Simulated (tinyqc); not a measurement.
Inside a calculation. Method: UHF in the sto-3g basis, for H4+, spin multiplicity 2. Computed by tinyqc, a small Python program that keeps every step (integrals from PySCF). Settings: charge = 1, multiplicity = 2, basis = sto-3g, energy threshold = 1e-10, iteration cap = 77, orthogonalisation = canonical, start = core, DIIS depth = 4, DIIS from iteration = 2, method = UHF. Command: `OMP_NUM_THREADS=1 python tinyqc.py 22480 22481 out.jsonl` (the two numbers bound the seeds that draw the settings). One thread of a shared host (Intel(R) Xeon(R) Processor @ 2.60GHz), about 0.08 s of CPU time with the checks. Later iterations appear only in the table of the cycle.

## One-electron integrals

Geometry (angstrom):
```
atom         x         y         z
H     0.000000  0.000000  0.000000
H     0.000000  0.000000  1.633000
H     0.000000  0.899000  0.000000
H     0.000000  0.899000  1.633000
```

Basis sto-3g: exponents (1/bohr^2) and contraction coefficients of normalised primitives:
```
element  l (shell)  exponent  coefficient
H            s (1)  3.425251     0.154329
H            s (1)  0.623914     0.535328
H            s (1)  0.168855     0.444635
```

Overlap, kinetic and nuclear-attraction integrals over the contracted functions; the nuclear repulsion is the sum of Za Zb / Rab.

nuclear repulsion = 2.39311630 hartree

overlap S:
```
          1H 1s     2H 1s     3H 1s     4H 1s
1H 1s  1.000000  0.211504  0.557811  0.148399
2H 1s  0.211504  1.000000  0.148399  0.557811
3H 1s  0.557811  0.148399  1.000000  0.211504
4H 1s  0.148399  0.557811  0.211504  1.000000
```

kinetic energy T (hartree):
```
           1H 1s      2H 1s      3H 1s      4H 1s
1H 1s   0.760032   0.000556   0.153141  -0.007817
2H 1s   0.000556   0.760032  -0.007817   0.153141
3H 1s   0.153141  -0.007817   0.760032   0.000556
4H 1s  -0.007817   0.153141   0.000556   0.760032
```

nuclear attraction V (hartree):
```
           1H 1s      2H 1s      3H 1s      4H 1s
1H 1s  -2.395340  -0.441818  -1.282017  -0.319163
2H 1s  -0.441818  -2.395340  -0.319163  -1.282017
3H 1s  -1.282017  -0.319163  -2.395340  -0.441818
4H 1s  -0.319163  -1.282017  -0.441818  -2.395340
```

core Hamiltonian H = T + V (hartree):
```
           1H 1s      2H 1s      3H 1s      4H 1s
1H 1s  -1.635308  -0.441261  -1.128876  -0.326979
2H 1s  -0.441261  -1.635308  -0.326979  -1.128876
3H 1s  -1.128876  -0.326979  -1.635308  -0.441261
4H 1s  -0.326979  -1.128876  -0.441261  -1.635308
```

## Two-electron integrals

Functions are numbered as in S; the eight-fold symmetry (ij|kl) = (ji|kl) = (kl|ij) leaves the list below.

Two-electron integrals (ij|kl) in chemists' order, unique and non-zero (hartree):
```
(11|11) 0.774606   (21|11) 0.109257   (21|21) 0.024678   (22|11) 0.319973
(22|21) 0.109257   (22|22) 0.774606   (31|11) 0.358424   (31|21) 0.054891
(31|22) 0.171163   (31|31) 0.204413   (32|11) 0.068071   (32|21) 0.015885
(32|22) 0.072038   (32|31) 0.039936   (32|32) 0.011621   (33|11) 0.512140
(33|21) 0.085096   (33|22) 0.282298   (33|31) 0.358424   (33|32) 0.072038
(33|33) 0.774606   (41|11) 0.072038   (41|21) 0.015885   (41|22) 0.068071
(41|31) 0.039936   (41|32) 0.011465   (41|33) 0.068071   (41|41) 0.011621
(42|11) 0.171163   (42|21) 0.054891   (42|22) 0.358424   (42|31) 0.097616
(42|32) 0.039936   (42|33) 0.171163   (42|41) 0.039936   (42|42) 0.204413
(43|11) 0.085096   (43|21) 0.019428   (43|22) 0.085096   (43|31) 0.054891
(43|32) 0.015885   (43|33) 0.109257   (43|41) 0.015885   (43|42) 0.054891
(43|43) 0.024678   (44|11) 0.282298   (44|21) 0.085096   (44|22) 0.512140
(44|31) 0.171163   (44|32) 0.068071   (44|33) 0.319973   (44|41) 0.072038
(44|42) 0.358424   (44|43) 0.109257   (44|44) 0.774606
```

## Orthogonalisation

S = U s U^T; canonical form X = U s^(-1/2), so that X^T S X = 1. Each column of U has its largest component positive (the first on a tie).

eigenvalues of S: 0.379084  0.505294  1.197908  1.917714

X:
```
               1          2          3         4
1H 1s   0.812087   0.703393   0.456834  0.361059
2H 1s  -0.812087   0.703393  -0.456834  0.361059
3H 1s  -0.812087  -0.703393   0.456834  0.361059
4H 1s   0.812087  -0.703393  -0.456834  0.361059
```

## Starting guess

The start is the orbitals of the core Hamiltonian; D(s) = C_occ C_occ^T for each spin.

D(alpha) at the start:
```
           1H 1s      2H 1s      3H 1s      4H 1s
1H 1s   0.339061  -0.078334   0.339061  -0.078334
2H 1s  -0.078334   0.339061  -0.078334   0.339061
3H 1s   0.339061  -0.078334   0.339061  -0.078334
4H 1s  -0.078334   0.339061  -0.078334   0.339061
```

D(beta) at the start:
```
          1H 1s     2H 1s     3H 1s     4H 1s
1H 1s  0.130364  0.130364  0.130364  0.130364
2H 1s  0.130364  0.130364  0.130364  0.130364
3H 1s  0.130364  0.130364  0.130364  0.130364
4H 1s  0.130364  0.130364  0.130364  0.130364
```

## Iteration 1: building the Fock matrix

J_ij = sum D_kl (ij|kl) with D = D(alpha) + D(beta), K_ij = sum D_kl (ik|jl) for each spin; F = H + J - K(s); E = tr D H + tr D J / 2 - 0.5 sum_s tr D(s) K(s) + E_nn.

Coulomb J (hartree):
```
          1H 1s     2H 1s     3H 1s     4H 1s
1H 1s  1.418757  0.293433  0.800497  0.212238
2H 1s  0.293433  1.418757  0.212238  0.800497
3H 1s  0.800497  0.212238  1.418757  0.293433
4H 1s  0.212238  0.800497  0.293433  1.418757
```

exchange K(alpha) (hartree):
```
          1H 1s     2H 1s     3H 1s     4H 1s
1H 1s  0.554822  0.119707  0.468404  0.109364
2H 1s  0.119707  0.554822  0.109364  0.468404
3H 1s  0.468404  0.109364  0.554822  0.119707
4H 1s  0.109364  0.468404  0.119707  0.554822
```

exchange K(beta) (hartree):
```
          1H 1s     2H 1s     3H 1s     4H 1s
1H 1s  0.301946  0.178877  0.259691  0.168036
2H 1s  0.178877  0.301946  0.168036  0.259691
3H 1s  0.259691  0.168036  0.301946  0.178877
4H 1s  0.168036  0.259691  0.178877  0.301946
```

F(alpha) (hartree):
```
           1H 1s      2H 1s      3H 1s      4H 1s
1H 1s  -0.771373  -0.267536  -0.796783  -0.224106
2H 1s  -0.267536  -0.771373  -0.224106  -0.796783
3H 1s  -0.796783  -0.224106  -0.771373  -0.267536
4H 1s  -0.224106  -0.796783  -0.267536  -0.771373
```

F(beta) (hartree):
```
           1H 1s      2H 1s      3H 1s      4H 1s
1H 1s  -0.518496  -0.326706  -0.588070  -0.282778
2H 1s  -0.326706  -0.518496  -0.282778  -0.588070
3H 1s  -0.588070  -0.282778  -0.518496  -0.326706
4H 1s  -0.282778  -0.588070  -0.326706  -0.518496
```

total energy of this density = -1.71577343 hartree

## Iteration 1: diagonalisation and new density

Diagonalise F' = X^T F X, C = X C', fill 2 alpha and 1 beta electrons from the bottom; D(s) = C_occ C_occ^T. Each column has its largest component positive (the first on a tie).

F' = X^T F X (alpha) (hartree):
```
          1          2          3          4
1  0.181596   0.000000   0.000000   0.000000
2  0.000000  -0.035662   0.000000   0.000000
3  0.000000   0.000000  -0.898661   0.000000
4  0.000000   0.000000   0.000000  -1.074090
```

orbital energies (alpha) (hartree): MO1 -1.074090, MO2 -0.898661, MO3 -0.035662, MO4 0.181596

coefficients C (alpha):
```
            MO1        MO2        MO3        MO4
1H 1s  0.361059   0.456834   0.703393   0.812087
2H 1s  0.361059  -0.456834   0.703393  -0.812087
3H 1s  0.361059   0.456834  -0.703393  -0.812087
4H 1s  0.361059  -0.456834  -0.703393   0.812087
```

F' = X^T F X (beta) (hartree):
```
          1         2          3          4
1  0.299408  0.000000   0.000000   0.000000
2  0.000000  0.050755   0.000000   0.000000
3  0.000000  0.000000  -0.414958   0.000000
4  0.000000  0.000000   0.000000  -0.894842
```

orbital energies (beta) (hartree): MO1 -0.894842, MO2 -0.414958, MO3 0.050755, MO4 0.299408

coefficients C (beta):
```
            MO1        MO2        MO3        MO4
1H 1s  0.361059   0.456834   0.703393   0.812087
2H 1s  0.361059  -0.456834   0.703393  -0.812087
3H 1s  0.361059   0.456834  -0.703393  -0.812087
4H 1s  0.361059  -0.456834  -0.703393   0.812087
```

D(alpha) after iteration 1:
```
           1H 1s      2H 1s      3H 1s      4H 1s
1H 1s   0.339061  -0.078334   0.339061  -0.078334
2H 1s  -0.078334   0.339061  -0.078334   0.339061
3H 1s   0.339061  -0.078334   0.339061  -0.078334
4H 1s  -0.078334   0.339061  -0.078334   0.339061
```

D(beta) after iteration 1:
```
          1H 1s     2H 1s     3H 1s     4H 1s
1H 1s  0.130364  0.130364  0.130364  0.130364
2H 1s  0.130364  0.130364  0.130364  0.130364
3H 1s  0.130364  0.130364  0.130364  0.130364
4H 1s  0.130364  0.130364  0.130364  0.130364
```

## Iteration 2: building the Fock matrix

As before.

Coulomb J (hartree):
```
          1H 1s     2H 1s     3H 1s     4H 1s
1H 1s  1.418757  0.293433  0.800497  0.212238
2H 1s  0.293433  1.418757  0.212238  0.800497
3H 1s  0.800497  0.212238  1.418757  0.293433
4H 1s  0.212238  0.800497  0.293433  1.418757
```

exchange K(alpha) (hartree):
```
          1H 1s     2H 1s     3H 1s     4H 1s
1H 1s  0.554822  0.119707  0.468404  0.109364
2H 1s  0.119707  0.554822  0.109364  0.468404
3H 1s  0.468404  0.109364  0.554822  0.119707
4H 1s  0.109364  0.468404  0.119707  0.554822
```

exchange K(beta) (hartree):
```
          1H 1s     2H 1s     3H 1s     4H 1s
1H 1s  0.301946  0.178877  0.259691  0.168036
2H 1s  0.178877  0.301946  0.168036  0.259691
3H 1s  0.259691  0.168036  0.301946  0.178877
4H 1s  0.168036  0.259691  0.178877  0.301946
```

F(alpha) (hartree):
```
           1H 1s      2H 1s      3H 1s      4H 1s
1H 1s  -0.771373  -0.267536  -0.796783  -0.224106
2H 1s  -0.267536  -0.771373  -0.224106  -0.796783
3H 1s  -0.796783  -0.224106  -0.771373  -0.267536
4H 1s  -0.224106  -0.796783  -0.267536  -0.771373
```

F(beta) (hartree):
```
           1H 1s      2H 1s      3H 1s      4H 1s
1H 1s  -0.518496  -0.326706  -0.588070  -0.282778
2H 1s  -0.326706  -0.518496  -0.282778  -0.588070
3H 1s  -0.588070  -0.282778  -0.518496  -0.326706
4H 1s  -0.282778  -0.588070  -0.326706  -0.518496
```

total energy of this density = -1.71577343 hartree

## Iteration 2 (converged): orbitals

As before.

F' = X^T F X (alpha) (hartree):
```
          1          2          3          4
1  0.181596   0.000000   0.000000   0.000000
2  0.000000  -0.035662   0.000000   0.000000
3  0.000000   0.000000  -0.898661   0.000000
4  0.000000   0.000000   0.000000  -1.074090
```

orbital energies (alpha) (hartree): MO1 -1.074090, MO2 -0.898661, MO3 -0.035662, MO4 0.181596

coefficients C (alpha):
```
            MO1        MO2        MO3        MO4
1H 1s  0.361059   0.456834   0.703393   0.812087
2H 1s  0.361059  -0.456834   0.703393  -0.812087
3H 1s  0.361059   0.456834  -0.703393  -0.812087
4H 1s  0.361059  -0.456834  -0.703393   0.812087
```

F' = X^T F X (beta) (hartree):
```
          1         2          3          4
1  0.299408  0.000000   0.000000   0.000000
2  0.000000  0.050755   0.000000   0.000000
3  0.000000  0.000000  -0.414958   0.000000
4  0.000000  0.000000   0.000000  -0.894842
```

orbital energies (beta) (hartree): MO1 -0.894842, MO2 -0.414958, MO3 0.050755, MO4 0.299408

coefficients C (beta):
```
            MO1        MO2        MO3        MO4
1H 1s  0.361059   0.456834   0.703393   0.812087
2H 1s  0.361059  -0.456834   0.703393  -0.812087
3H 1s  0.361059   0.456834  -0.703393  -0.812087
4H 1s  0.361059  -0.456834  -0.703393   0.812087
```

D(alpha) after iteration 2:
```
           1H 1s      2H 1s      3H 1s      4H 1s
1H 1s   0.339061  -0.078334   0.339061  -0.078334
2H 1s  -0.078334   0.339061  -0.078334   0.339061
3H 1s   0.339061  -0.078334   0.339061  -0.078334
4H 1s  -0.078334   0.339061  -0.078334   0.339061
```

D(beta) after iteration 2:
```
          1H 1s     2H 1s     3H 1s     4H 1s
1H 1s  0.130364  0.130364  0.130364  0.130364
2H 1s  0.130364  0.130364  0.130364  0.130364
3H 1s  0.130364  0.130364  0.130364  0.130364
4H 1s  0.130364  0.130364  0.130364  0.130364
```

## Convergence

Stop when the energy changes by less than 1e-10 hartree and every element of the error matrix X^T (F D S - S D F) X (for each spin) is below 3e-06.

Course of the cycle:
```
iteration  E (hartree)    change  largest element of the error matrix
1          -1.71577343         -                             1.25e-15
2          -1.71577343  8.88e-16                             5.62e-16
```

PySCF UHF in the same basis, after a stability check = -1.71577343 hartree

Converged in 2 iterations.

## Populations, bond orders and dipole

Mulliken: Z minus the diagonal of D S on the atom; Loewdin: the same with S^(1/2) D S^(1/2); Mayer order: 2 sum_s sum (D(s) S)_ij (D(s) S)_ji over the two atoms.

Charges (e):
```
atom  Mulliken   Loewdin  Mulliken spin
1H    0.250000  0.250000       0.250000
2H    0.250000  0.250000       0.250000
3H    0.250000  0.250000       0.250000
4H    0.250000  0.250000       0.250000
```

Mayer bond orders:
```
pair     order
2-1   0.125000
3-1   0.625000
3-2   0.125000
4-1   0.125000
4-2   0.625000
4-3   0.125000
```

dipole moment about the origin, x y z (debye): 0.000000  2.159041  3.921817

<S^2> of the determinant (pure state: 0.75) = 0.750000
